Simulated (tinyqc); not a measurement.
CIS and TDHF on RHF in the sto-3g basis, frozen core, for BeH2, spin multiplicity 1, step by step. One step of it, computed by the program tinyqc.

Problem. CIS matrix, singlets. A(ia,jb) = (e_a - e_i) d_ij d_ab + 2 (ia|jb) - (ij|ab).

orbital energies (hartree): MO1 -4.525294, MO2 -0.438904, MO3 -0.399663, MO4 0.213546, MO5 0.213546, MO6 0.411536, MO7 0.820788

Two-electron integrals over orbitals (pq|rs), unique and non-zero (hartree); the lowest 1 orbital is frozen and left out:
```
p,q,r,s,(pq|rs)
2,2,2,2,0.386761
3,2,3,2,0.162000
3,3,2,2,0.399550
3,3,3,3,0.422852
4,2,4,2,0.048328
4,3,4,3,0.013599
4,4,2,2,0.361573
4,4,3,3,0.346546
4,4,4,4,0.449859
5,2,5,2,0.048328
5,3,5,3,0.013599
5,4,5,4,0.024249
5,5,2,2,0.361573
5,5,3,3,0.346546
5,5,4,4,0.401360
5,5,5,5,0.449859
6,2,2,2,-0.019681
6,2,3,3,-0.043955
6,2,4,4,0.059786
6,2,5,5,0.059786
6,2,6,2,0.080183
6,3,3,2,-0.093117
6,3,6,3,0.084756
6,4,4,2,0.047051
6,4,6,4,0.050288
6,5,5,2,0.047051
6,5,6,5,0.050288
6,6,2,2,0.387072
6,6,3,3,0.398164
6,6,4,4,0.360627
6,6,5,5,0.360627
6,6,6,2,-0.031000
6,6,6,6,0.403041
7,2,3,2,-0.041689
7,2,6,3,0.061756
7,2,7,2,0.056868
7,3,2,2,-0.002291
7,3,3,3,-0.018808
7,3,4,4,0.064833
7,3,5,5,0.064833
7,3,6,2,0.075706
7,3,6,6,-0.023007
7,3,7,3,0.084662
7,4,4,3,0.013551
7,4,7,4,0.016775
7,5,5,3,0.013551
7,5,7,5,0.016775
7,6,3,2,0.141503
7,6,6,3,-0.093256
7,6,7,2,-0.051642
7,6,7,6,0.138776
7,7,2,2,0.414754
7,7,3,3,0.432413
7,7,4,4,0.384773
7,7,5,5,0.384773
7,7,6,2,-0.027714
7,7,6,6,0.423868
7,7,7,3,-0.003463
7,7,7,7,0.472253
```

Give: CIS matrix A, singlet.

Solution.

CIS matrix A, singlet (hartree), lower triangle:
```
,2>4,2>5,2>6,2>7,3>4,3>5,3>6,3>7
2>4,0.388
2>5,0.000,0.388
2>6,0.000,0.000,0.624
2>7,0.000,0.000,0.000,0.959
3>4,0.000,0.000,0.000,0.000,0.294
3>5,0.000,0.000,0.000,0.000,0.000,0.294
3>6,0.000,0.000,0.000,-0.018,0.000,0.000,0.583
3>7,0.000,0.000,0.010,0.000,0.000,0.000,0.000,0.957
```
